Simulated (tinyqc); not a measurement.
Landau coefficients from the transition.

Question. u = a0 (T - T0) P^2 + be P^4 + ga P^6 (P in uC/cm^2, E in kV/cm, u in mJ/cm^3). Above the transition chi = Cw/(T - T0) with Cw = 1/(2 eps0 a0); at TC = T0 + be^2/(4 a0 ga) the polarisation jumps by sqrt(-be/(2 ga)). Find a0, be and ga.

Inputs (values chosen for the exercise): Curie-Weiss temperature T0 = 450 K.

Constants: eps0 = 8.8541878128e-14 F/cm where lengths are in cm. Results are converted to the units shown.

TC = 490.829346 K
jump of P at TC = 38.1385036 uC/cm^2
Curie constant = 99070.9708 K

Solution. The Curie constant gives a0. At TC both u = 0 and du/dP = 0, which give ga = al/P^4 and be = -2 al/P^2 with al = a0 (TC - T0).

a0 = 0.05700 kV cm/(uC K)
be = -0.003200 kV cm^5/uC^3
ga = 1.100e-6 kV cm^9/uC^5

Program tinyqc, `OMP_NUM_THREADS=1 python tinyqc.py 2860132 2860133 out.jsonl`; Intel Xeon 2.30GHz, shared host, one thread, about 0.01 s.
